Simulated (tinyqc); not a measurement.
Inside a calculation. Method: FCI on RHF in the 6-311g basis, for H2, spin multiplicity 1. One step of it, computed by the program tinyqc.

Question. FCI: determinants and Hamiltonian. Slater-Condon rules over spin orbitals, with the nuclear repulsion added and E(HF) subtracted on the diagonal. Only determinants linked to the reference directly or through others are kept (one block of an abelian symmetry group), so some states are absent.

one-electron integrals over orbitals h = C^T H C (hartree), lower triangle:
```
           1          2          3          4         5         6
1  -1.114035
2   0.000000  -0.535380
3   0.121775   0.000000  -0.334768
4   0.000000   0.206620   0.000000  -0.262823
5   0.000000   0.029300   0.000000  -0.202671  1.413437
6   0.065273   0.000000  -0.142061   0.000000  0.000000  1.510348
```

Two-electron integrals over orbitals (pq|rs), unique and non-zero (hartree):
```
(11|11) 0.578868    (21|21) 0.069347    (22|11) 0.367162    (22|22) 0.314082
(31|11) -0.121775   (31|22) -0.037293   (31|31) 0.054241    (32|21) 0.014981
(32|32) 0.030795    (33|11) 0.356959    (33|22) 0.280236    (33|31) -0.039041
(33|33) 0.281421    (41|21) -0.073684   (41|32) 0.006544    (41|41) 0.097793
(42|11) -0.140152   (42|22) -0.058356   (42|31) 0.047566    (42|33) -0.051234
(42|42) 0.064237    (43|21) 0.047970    (43|32) 0.014891    (43|41) -0.049507
(43|43) 0.040056    (44|11) 0.461575    (44|22) 0.334649    (44|31) -0.080931
(44|33) 0.307566    (44|42) -0.102478   (44|44) 0.400862    (51|21) -0.028774
(51|32) 0.019251    (51|41) 0.055657    (51|43) -0.028812   (51|51) 0.076915
(52|11) -0.029037   (52|22) 0.006483    (52|31) 0.024272    (52|33) -0.005154
(52|42) 0.011277    (52|44) -0.018628   (52|52) 0.028394    (53|21) 0.033753
(53|32) -0.007196   (53|41) -0.048689   (53|43) 0.023900    (53|51) -0.042650
(53|53) 0.031801    (54|11) 0.129164    (54|22) 0.037876    (54|31) -0.058227
(54|33) 0.045930    (54|42) -0.052230   (54|44) 0.090053    (54|52) -0.040542
(54|54) 0.085247    (55|11) 0.606650    (55|22) 0.380974    (55|31) -0.142425
(55|33) 0.362572    (55|42) -0.158792   (55|44) 0.496364    (55|52) -0.061674
(55|54) 0.188251    (55|55) 0.733948    (61|11) -0.065273   (61|22) -0.017369
(61|31) 0.039775    (61|33) -0.019284   (61|42) 0.031242    (61|44) -0.054658
(61|52) 0.038042    (61|54) -0.068765   (61|55) -0.135953   (61|61) 0.072051
(62|21) -0.010387   (62|32) 0.006685    (62|41) 0.020923    (62|43) -0.013786
(62|51) 0.035515    (62|53) -0.016900   (62|62) 0.018895    (63|11) 0.090918
(63|22) 0.037352    (63|31) -0.035481   (63|33) 0.032970    (63|42) -0.037361
(63|44) 0.067238    (63|52) -0.018628   (63|54) 0.048869    (63|55) 0.127410
(63|61) -0.039111   (63|63) 0.032840    (64|21) 0.026402    (64|32) -0.019052
(64|41) -0.050198   (64|43) 0.021974    (64|51) -0.062760   (64|53) 0.036969
(64|62) -0.029361   (64|64) 0.056483    (65|21) 0.110277    (65|32) -0.006154
(65|41) -0.145294   (65|43) 0.083160    (65|51) -0.123153   (65|53) 0.090471
(65|62) -0.053711   (65|64) 0.107166    (65|65) 0.285185    (66|11) 0.600168
(66|22) 0.370633    (66|31) -0.136651   (66|33) 0.361375    (66|42) -0.154425
(66|44) 0.484913    (66|52) -0.058784   (66|54) 0.179168    (66|55) 0.707308
(66|61) -0.118690   (66|63) 0.118969    (66|66) 0.694081
```

nuclear repulsion = 0.54667067 hartree

Hartree-Fock energy = -1.10253139 hartree

Give: determinants; H - E(HF) between determinants.

Answer.

Occupation strings over the orbitals (2 doubly, a alpha, b beta, 0 empty; spin orbitals ordered 1a 1b 2a 2b ...): 200000 a0b000 a0000b b0a000 b0000a 020000 0a0b00 0a00b0 002000 00a00b 0b0a00 000200 000ab0 0b00a0 000ba0 000020 00b00a 000002

H - E(HF) between determinants (hartree), lower triangle:
```
         200000   a0b000   a0000b   b0a000   b0000a   020000   0a0b00   0a00b0
200000   0.0000
a0b000   0.0000   0.5574
a0000b   0.0000  -0.0511   2.6457
b0a000   0.0000  -0.0542  -0.0398   0.5574
b0000a   0.0000  -0.0398  -0.0721  -0.0511   2.6457
020000   0.0693   0.0150  -0.0104  -0.0150   0.0104   0.8925
0a0b00  -0.0737   0.0480   0.0264  -0.0065  -0.0209   0.1483   1.1856
0a00b0  -0.0288   0.0338   0.1103  -0.0193  -0.0355   0.0358  -0.1648   2.9082
002000   0.0542   0.0827  -0.0355  -0.0827   0.0355   0.0308   0.0149  -0.0072
00a00b   0.0398  -0.0355  -0.0149  -0.0460   0.0391   0.0067  -0.0191  -0.0062
0b0a00   0.0737  -0.0065  -0.0209   0.0480   0.0264  -0.1483  -0.0642  -0.0113
000200   0.0978  -0.0495  -0.0502   0.0495   0.0502   0.0642   0.1041  -0.0522
000ab0   0.0557  -0.0487  -0.1453   0.0288   0.0628   0.0113  -0.0522   0.0478
0b00a0   0.0288  -0.0193  -0.0355   0.0338   0.1103  -0.0358  -0.0113  -0.0284
000ba0  -0.0557   0.0288   0.0628  -0.0487  -0.1453  -0.0113  -0.0107   0.0405
000020   0.0769  -0.0427  -0.1232   0.0427   0.1232   0.0284  -0.0405  -0.0324
00b00a  -0.0398  -0.0460   0.0391  -0.0355  -0.0149  -0.0067   0.0138   0.0169
000002   0.0721  -0.0391  -0.0534   0.0391   0.0534   0.0189  -0.0294  -0.0537

         002000   00a00b   0b0a00   000200   000ab0   0b00a0   000ba0   000020
002000   1.2611
00a00b  -0.1091   3.1862
0b0a00  -0.0149   0.0138   1.1856
000200   0.0401   0.0220  -0.1041   1.5244
000ab0   0.0239   0.0832  -0.0107  -0.1126   3.2962
0b00a0   0.0072   0.0169  -0.1648   0.0522   0.0405   2.9082
000ba0  -0.0239  -0.0370  -0.0522   0.1126  -0.0852   0.0478   3.2962
000020   0.0318   0.0905   0.0405   0.0852  -0.0144   0.0324   0.0144   5.2100
00b00a   0.1091  -0.0328  -0.0191  -0.0220  -0.0370  -0.0062   0.0832  -0.0905
000002   0.0328  -0.0231   0.0294   0.0565   0.1072   0.0537  -0.1072   0.2852

        00b00a  000002
00b00a  3.1862
000002  0.0231  5.3640
```
